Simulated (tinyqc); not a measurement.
Worked calculation: exchange-only LDA atom on a uniform radial grid, spin-unpolarised, for B+. Computed by tinyqc, a small Python program that keeps every step. Settings: Z = 5, points = 64, R = 9.7, functional = Slater exchange alone, mixing = 0.4, iteration cap = 53. Command: `OMP_NUM_THREADS=1 python tinyqc.py 20740 20741 out.jsonl` (the two numbers bound the seeds that draw the settings). One thread of a shared host (Intel(R) Xeon(R) Processor @ 2.60GHz), about 0.06 s of CPU time with the checks. Later iterations appear only in the table of the cycle.

## Iteration 1

Spherical atom on a uniform radial grid r_j = j h with h = R/(N + 1), h sum u^2 = 1 and integrals as h times sums, u(0) = u(R) = 0 (atomic units):
```
parameter,value
Z,5
points N,64
R,9.700000
h,0.149231
mixing,0.400000
electrons in 1s,2
electrons in 2s,2
```

Three-point differences turn -u''/2 + [l(l+1)/2r^2 - Z/r + V] u = e u into a tridiagonal matrix (diagonal 1/h^2 + potential, off-diagonal -1/2h^2). D = sum f u^2; the Hartree potential y/r solves y'' = -D/r with y(0) = 0, y(R) = N_e; v_xc comes from rho = D/(4 pi r^2); E = sum f e - int D V + int D (V_H/2 + eps_xc); V(new) = V + mixing (V_H + v_xc - V).

eigenvalues (hartree): 1s -11.122500, 2s -3.023228

Every 4th grid point:
```
r,V in,u(1s),u(2s),D,V_H,v_xc
0.596923,0.000000,0.756100,-0.450964,1.550111,5.129808,-0.691453
1.193846,0.000000,0.095684,-0.945265,1.805361,3.160019,-0.458293
1.790769,0.000000,0.009082,-0.585765,0.686406,2.214121,-0.253370
2.387692,0.000000,0.000766,-0.260848,0.136084,1.673522,-0.121956
2.984615,0.000000,0.000061,-0.098806,0.019525,1.340066,-0.055021
3.581538,0.000000,4.60e-06,-0.033972,0.002308,1.116828,-0.023913
4.178462,0.000000,3.40e-07,-0.010950,0.000240,0.957289,-0.010143
4.775385,0.000000,2.46e-08,-0.003370,0.000023,0.837629,-0.004230
5.372308,0.000000,1.75e-09,-0.001002,2.01e-06,0.744559,-0.001742
5.969231,0.000000,1.23e-10,-0.000290,1.68e-07,0.670103,-0.000710
6.566154,0.000000,0,-0.000082,1.35e-08,0.609185,-0.000287
7.163077,0.000000,0,-0.000023,1.04e-09,0.558419,-0.000115
7.760000,0.000000,0,-0.000006,7.80e-11,0.515464,-0.000046
8.356923,0.000000,0,-1.69e-06,0,0.478645,-0.000018
8.953846,0.000000,0,-4.36e-07,0,0.446735,0.000000
9.550769,0.000000,0,-5.82e-08,0,0.418814,0.000000
```

total energy = -20.14744098 hartree

## Iteration 2

As before.

eigenvalues (hartree): 1s -8.645623, 2s -1.879263

Every 4th grid point:
```
r,V in,u(1s),u(2s),D,V_H,v_xc
0.596923,1.775342,0.805594,-0.299686,1.477586,4.894888,-0.680496
1.193846,1.080690,0.125742,-0.885453,1.599675,3.054219,-0.440182
1.790769,0.784300,0.015222,-0.691770,0.957554,2.187791,-0.283106
2.387692,0.620626,0.001665,-0.391301,0.306238,1.668805,-0.159816
2.984615,0.514018,0.000172,-0.190020,0.072215,1.339357,-0.085089
3.581538,0.437166,0.000017,-0.084443,0.014261,1.116732,-0.043879
4.178462,0.378858,1.69e-06,-0.035416,0.002509,0.957277,-0.022185
4.775385,0.333360,1.63e-07,-0.014261,0.000407,0.837627,-0.011067
5.372308,0.297127,1.55e-08,-0.005571,0.000062,0.744559,-0.005467
5.969231,0.267757,1.46e-09,-0.002126,0.000009,0.670103,-0.002681
6.566154,0.243559,1.36e-10,-0.000796,1.27e-06,0.609185,-0.001307
7.163077,0.223322,1.27e-11,-0.000293,1.72e-07,0.558419,-0.000634
7.760000,0.206167,0,-0.000107,2.28e-08,0.515464,-0.000306
8.356923,0.191451,0,-0.000038,2.90e-09,0.478645,-0.000147
8.953846,0.178694,0,-0.000013,3.22e-10,0.446735,-0.000067
9.550769,0.167526,0,-1.97e-06,0,0.418814,-0.000019
```

total energy = -20.79491750 hartree

## Iteration 3

As before.

eigenvalues (hartree): 1s -7.335179, 2s -1.293719

Every 4th grid point:
```
r,V in,u(1s),u(2s),D,V_H,v_xc
0.596923,2.750962,0.831226,-0.218979,1.477777,4.741469,-0.680526
1.193846,1.694029,0.145444,-0.816707,1.376328,2.969822,-0.418661
1.790769,1.232455,0.020178,-0.730983,1.069487,2.158806,-0.293733
2.387692,0.975971,0.002558,-0.476531,0.454177,1.661422,-0.182254
2.984615,0.810118,0.000309,-0.268488,0.144171,1.337763,-0.107141
3.581538,0.691441,0.000036,-0.139214,0.038761,1.116420,-0.061236
4.178462,0.601352,4.18e-06,-0.068455,0.009372,0.957220,-0.034424
4.775385,0.530640,4.75e-07,-0.032450,0.002106,0.837617,-0.019146
5.372308,0.473913,5.35e-08,-0.014975,0.000449,0.744557,-0.010570
5.969231,0.427623,5.97e-09,-0.006770,0.000092,0.670103,-0.005804
6.566154,0.389286,6.63e-10,-0.003011,0.000018,0.609185,-0.003173
7.163077,0.357107,7.32e-11,-0.001321,3.49e-06,0.558419,-0.001729
7.760000,0.329763,0,-0.000571,6.53e-07,0.515464,-0.000937
8.356923,0.306270,0,-0.000241,1.16e-07,0.478645,-0.000502
8.953846,0.285884,0,-0.000093,1.72e-08,0.446735,-0.000254
9.550769,0.268034,0,-0.000016,4.84e-10,0.418814,-0.000074
```

total energy = -21.01696554 hartree

## Convergence

Stop when input and output potentials agree to 1e-7.

Course of the cycle (hartree):
```
iteration,E,e(1s),e(2s),largest |V(out) - V(in)|
1,-20.14744098,-11.122500,-3.023228,7.77e+00
2,-20.79491750,-8.645623,-1.879263,4.10e+00
3,-21.01696554,-7.335179,-1.293719,2.12e+00
4,-21.08731198,-6.649563,-0.988423,1.08e+00
5,-21.10815051,-6.294693,-0.826820,5.44e-01
6,-21.11401385,-6.112581,-0.740295,2.71e-01
7,-21.11560776,-6.019649,-0.693559,1.35e-01
8,-21.11603265,-5.972364,-0.668128,6.65e-02
9,-21.11614497,-5.948324,-0.654197,3.34e-02
10,-21.11617465,-5.936094,-0.646516,1.72e-02
11,-21.11618253,-5.929861,-0.642256,8.91e-03
...,...,...,...,...
22,-21.11618543,-5.923303,-0.636807,1.55e-05
23,-21.11618543,-5.923300,-0.636802,8.97e-06
24,-21.11618543,-5.923299,-0.636799,5.21e-06
25,-21.11618543,-5.923298,-0.636797,3.04e-06
26,-21.11618543,-5.923298,-0.636796,1.77e-06
27,-21.11618543,-5.923297,-0.636795,1.04e-06
28,-21.11618543,-5.923297,-0.636795,6.06e-07
29,-21.11618543,-5.923297,-0.636795,3.55e-07
30,-21.11618543,-5.923297,-0.636795,2.08e-07
31,-21.11618543,-5.923297,-0.636795,1.22e-07
32,-21.11618543,-5.923297,-0.636795,7.25e-08
```

Converged in 32 iterations. A uniform grid resolves the cusp poorly: for a bare nucleus this grid gives 1s at -11.12250 against -Z^2/2 = -12.5 hartree. Before convergence this energy mixes input and output and is not variational, so it may rise towards its limit.
